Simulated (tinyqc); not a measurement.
## IGBT as a p-i-n diode in series with a MOS channel, on-state and switching loss: effect of the switching frequency

High injection (n = p) in a drift layer from x = -W/2 (anode) to +W/2 (cathode side), recombination only in the layer with lifetime tau, ideal emitters. The channel feeds the cathode side and carries the whole current. Auger recombination, carrier-carrier scattering, emitter losses and the carrier dip under the p body are left out.

b = mn/mp, B = (b - 1)/(b + 1), La = sqrt(2 Vt mn mp tau/(mn + mp)), y = W/(2 La). n(x) = (tau J/(2 q La))[cosh(x/La)/sinh y - B sinh(x/La)/cosh y]. Vm = Vt [(8 b/(b + 1)^2)(sinh y/s) arctan(s sinh y) + B ln((1 + B tanh^2 y)/(1 - B tanh^2 y))], s = sqrt(1 - B^2 tanh^2 y); Vj = Vt ln(n(-W/2) n(W/2)/ni^2), ni = sqrt(Nc Nv) exp(-Eg/(2 Vt)), Eg in volts; Vc = J Rch; Von = Vm + Vj + Vc. Stored charge tau J, turn-off energy Eoff = ks tau J Vdc, loss at half duty 0.5 J Von + f Eoff. A unipolar device on the same layer has Vu = J (W/(q mn Nd) + Rch).

Inputs (values chosen for the exercise); material values close to those of silicon: temperature T = 300 K; band gap Eg = 1.14 eV; conduction-band density of states at T Nc = 2.79e19 cm^-3; valence-band density of states at T Nv = 2.6e19 cm^-3; electron mobility mn = 1400 cm^2/(V s); hole mobility mp = 480 cm^2/(V s); width of the drift layer W = 110 um; doping of the drift layer Nd = 7.2e13 cm^-3; high-injection lifetime tau = 1.1 us; current density J = 100 A/cm^2; channel and accumulation resistance Rch = 0.99 mohm cm^2; link voltage Vdc = 600 V; turn-off energy per stored charge and link voltage ks = 0.09.

Constants: q = 1.602176634e-19 C, kB = 1.380649e-23 J/K, Vt = kB T/q. Results are converted to the units shown.

The same in every row: y = 1.220; Von (V) = 1.014; Vu (V) = 68.21; Eoff (mJ/cm^2) = 5.940.

Effect of the switching frequency:
```
f (kHz)  total loss (W/cm^2)
0.3                    52.48
0.64                   54.50
1.4                    59.02
2.9                    67.93
6.2                    87.53
13                     127.9
28                     217.0
60                     407.1
```

What does the table show?

As f goes from 0.3 to 60 kHz, Von stays at 1.01 V, Eoff stays at 5.94 mJ/cm^2 and the total loss rises from 52.5 to 407 W/cm^2. Von is below Vu in 8 of the 8 rows.

Program tinyqc, `OMP_NUM_THREADS=1 python tinyqc.py 2590113 2590114 out.jsonl`; Intel Xeon 2.30GHz, shared host, one thread, about 0.01 s.
